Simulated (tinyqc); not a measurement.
# p-type polysilicon, carrier trapping at grain boundaries: what changes with what

One-dimensional grains of size Lg, uniform ionised doping N, monovalent traps Qt at each boundary at a depth Et below (for electrons) or above (for holes) the band edge there, abrupt depletion of width W on each side of a boundary, Boltzmann statistics. xi is the distance from the band edge at the grain centre to the Fermi level. Trapped charge Qt/(1 + exp((xi + VB - Et)/Vt)) = 2 N W, barrier VB = q N W^2/(2 eps0 eps_r).

Inputs (values chosen for the exercise); values of the order met in polycrystalline silicon:
- T = 400 K (temperature)
- eps_r = 11.7 (relative permittivity)
- NB = 4.08e19 cm^-3 (valence-band density of states at T)
- Lg = 180 nm (grain size)
- Qt = 8e11 cm^-2 (trap density of a grain boundary)
- Et = 0.43 eV (depth of the trap level from the majority band edge at the boundary)
- ms = 0.35 m0 (mass for thermionic emission)
- fe = 0.12 (correction factor of the emission rate)
- mug = 84 cm^2/(V s) (mobility inside the grains)
- N = 2.6e17 cm^-3 (doping)

Constants: q = 1.602176634e-19 C, kB = 1.380649e-23 J/K, m0 = 9.1093837015e-31 kg, Vt = kB T/q, eps0 = 8.8541878128e-14 F/cm where lengths are in cm. Results are converted to the units shown.

Each table varies one quantity; the others keep the values above.

## Effect of the doping

If the trap equation with xi = Vt ln(NB/N) has a root W < Lg/2, the grain is partly depleted; otherwise W = Lg/2 and the trap equation gives xi = Et - VB + Vt ln(Qt/(N Lg) - 1). N* = Qt/Lg. n0 = NB exp(-xi/Vt); mean density n0 (1 - 2 W/Lg) by charge balance in a partly depleted grain, and n0 (sqrt(pi)/2) erf(u)/u with u = sqrt(VB/Vt) in a fully depleted one; v = sqrt(kB T/(2 pi ms m0)); barrier resistivity Vt exp(VB/Vt)/(q fe n0 v Lg); grain resistivity (1 - 2 W/Lg)/(q n0 mug); effective mobility 1/(q mean density total resistivity). Rows with xi above 0.45 V, towards mid-gap, are left out, since the other carrier type is ignored.

Result of one run:

| N (cm^-3) | N/N* | depleted share 2 W/Lg | VB (V) | xi (V) | mean density (cm^-3) | resistivity (ohm cm) | effective mobility (cm^2/(V s)) |
|---|---|---|---|---|---|---|---|
| 8.5e17 | 19.12 | 0.05227 | 0.01455 | 0.1334 | 8.056e17 | 0.1169 | 66.29 |

What becomes of these results when the doping N is changed from 8.5e17 to 1.8e18 cm^-3, all else the same?

Result of the changed run:

| N (cm^-3) | N/N* | depleted share 2 W/Lg | VB (V) | xi (V) | mean density (cm^-3) | resistivity (ohm cm) | effective mobility (cm^2/(V s)) |
|---|---|---|---|---|---|---|---|
| 1.8e18 | 40.50 | 0.02469 | 0.006872 | 0.1076 | 1.756e18 | 0.05312 | 66.92 |

The whole series:

| N (cm^-3) | N/N* | depleted share 2 W/Lg | VB (V) | xi (V) | mean density (cm^-3) | resistivity (ohm cm) | effective mobility (cm^2/(V s)) |
|---|---|---|---|---|---|---|---|
| 9.8e15 | 0.2205 | 1.000 | 0.06138 | 0.4121 | 1.636e14 | 430.1 | 88.73 |
| 2.1e16 | 0.4725 | 1.000 | 0.1315 | 0.3023 | 2.862e15 | 135.8 | 16.06 |
| 4.3e16 | 0.9675 | 0.7650 | 0.1576 | 0.2363 | 1.010e16 | 43.12 | 14.32 |
| 9.1e16 | 2.047 | 0.4616 | 0.1214 | 0.2105 | 4.900e16 | 7.506 | 16.97 |
| 1.9e17 | 4.275 | 0.2327 | 0.06443 | 0.1851 | 1.458e17 | 0.9474 | 45.19 |
| 4e17 | 9.000 | 0.1110 | 0.03087 | 0.1594 | 3.556e17 | 0.2813 | 62.40 |
| 8.5e17 | 19.12 | 0.05227 | 0.01455 | 0.1334 | 8.056e17 | 0.1169 | 66.29 |
| 1.8e18 | 40.50 | 0.02469 | 0.006872 | 0.1076 | 1.756e18 | 0.05312 | 66.92 |

As N goes from 9.8e15 to 1.8e18, VB goes from 0.0614 through a maximum of 0.158 (at N = 4.3e16 among the rows listed) to 0.00687 V, the resistivity falls from 430 to 0.0531 ohm cm and the effective mobility goes from 88.7 through a minimum of 14.3 (at N = 4.3e16 among the rows listed) to 66.9 cm^2/(V s). The steepest fall of the resistivity among the rows, as N^(-2.8), lies between N = 9.1e16 and 1.9e17 cm^-3; N* = 4.44e16 cm^-3. While the grain is fully depleted VB grows as N; once the traps are full it falls as 1/N. For N = 4e17, 8.5e17, 1.8e18 VB is below Vt, where abrupt depletion and thermionic emission are rough. For N = 2.1e16, 4.3e16 the grain is near the changeover between partial and full depletion, within a few Debye lengths, where both limits are rough. For N = 9.8e15 the effective mobility exceeds mug, since drift through the depleted part of the grain is left out.

## Effect of the grain size

Same model as above.

N* = Qt/Lg.

Effect of the grain size:

| Lg (nm) | N/N* | depleted share 2 W/Lg | VB (V) | xi (V) | mean density (cm^-3) | resistivity (ohm cm) | effective mobility (cm^2/(V s)) |
|---|---|---|---|---|---|---|---|
| 17 | 0.5525 | 1.000 | 0.01453 | 0.4082 | 2.569e14 | 1043 | 23.28 |
| 31 | 1.008 | 0.9902 | 0.04736 | 0.1743 | 2.546e15 | 1.677 | 1462 |
| 53 | 1.722 | 0.5792 | 0.04736 | 0.1743 | 1.094e17 | 1.099 | 51.89 |
| 94 | 3.055 | 0.3266 | 0.04736 | 0.1743 | 1.751e17 | 0.7445 | 47.88 |
| 160 | 5.200 | 0.1919 | 0.04736 | 0.1743 | 2.101e17 | 0.5553 | 53.49 |
| 290 | 9.425 | 0.1058 | 0.04736 | 0.1743 | 2.325e17 | 0.4345 | 61.79 |
| 500 | 16.25 | 0.06139 | 0.04736 | 0.1743 | 2.440e17 | 0.3720 | 68.75 |

Read the table: what changes, and by how much?

As Lg goes from 17 to 500, VB rises from 0.0145 to 0.0474 V, the resistivity falls from 1040 to 0.372 ohm cm and the effective mobility moves up and down between 23.3 and 1460 cm^2/(V s). For Lg = 17 VB is below Vt, where abrupt depletion and thermionic emission are rough. For Lg = 31, 53 the grain is near the changeover between partial and full depletion, within a few Debye lengths, where both limits are rough. For Lg = 31 the effective mobility exceeds mug, since drift through the depleted part of the grain is left out.

Numbers from tinyqc (`OMP_NUM_THREADS=1 python tinyqc.py 2830065 2830066 out.jsonl`; about 0.01 s on one thread of a shared Intel Xeon 2.30GHz).
